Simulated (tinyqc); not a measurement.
Worked calculation: CCD on RHF in the sto-3g basis, frozen core, for BeH2, spin multiplicity 1. One step of it, computed by the program tinyqc.

Problem. CCD: starting amplitudes. t_ij^ab = <ij||ab> / (e_i + e_j - e_a - e_b), whose energy is MP2.

orbital energies (hartree): MO1 -4.530369, MO2 -0.425315, MO3 -0.383968, MO4 0.213900, MO5 0.213900, MO6 0.375793, MO7 0.742712

Two-electron integrals over orbitals (pq|rs), unique and non-zero (hartree); the lowest 1 orbital is frozen and left out:
```
(22|22) 0.378538    (32|32) 0.159925    (33|22) 0.390700    (33|33) 0.414055
(42|42) 0.047703    (43|43) 0.012858    (44|22) 0.356338    (44|33) 0.339121
(44|44) 0.449859    (52|52) 0.047703    (53|53) 0.012858    (54|54) 0.024249
(55|22) 0.356338    (55|33) 0.339121    (55|44) 0.401360    (55|55) 0.449859
(62|22) -0.016422   (62|33) -0.042007   (62|44) 0.064812    (62|55) 0.064812
(62|62) 0.082105    (63|32) -0.092399   (63|63) 0.086245    (64|42) 0.046746
(64|64) 0.049661    (65|52) 0.046746    (65|65) 0.049661    (66|22) 0.379921
(66|33) 0.391035    (66|44) 0.355371    (66|55) 0.355371    (66|62) -0.028787
(66|66) 0.396476    (72|32) -0.040016   (72|63) 0.062344    (72|72) 0.057151
(73|22) -0.000231   (73|33) -0.018082   (73|44) 0.068390    (73|55) 0.068390
(73|62) 0.077719    (73|66) -0.021332   (73|73) 0.086302    (74|43) 0.013369
(74|74) 0.016894    (75|53) 0.013369    (75|75) 0.016894    (76|32) 0.140389
(76|63) -0.092067   (76|72) -0.048860   (76|76) 0.137373    (77|22) 0.405361
(77|33) 0.422028    (77|44) 0.380072    (77|55) 0.380072    (77|62) -0.022028
(77|66) 0.415039    (77|73) 0.001035    (77|77) 0.460503
```

Give: Starting amplitudes; correlation energy.

Solution.

Starting amplitudes (spin orbitals 1a, 1b, ...; amplitudes related by a flip of all spins are not repeated):
```
from      to       t
3a 3b  6a 6b  -0.057
2a 2b  6a 6b  -0.051
2a 3b  6a 7b  -0.040
3a 3b  7a 7b  -0.038
2a 2b  5a 5b  -0.037
2a 2b  4a 4b  -0.037
2a 3b  6b 7a   0.032
2a 2b  7a 7b  -0.024
3a 3b  5a 5b  -0.011
3a 3b  4a 4b  -0.011
2a 3a  6a 7a  -0.008
```

correlation energy = -0.02819 hartree
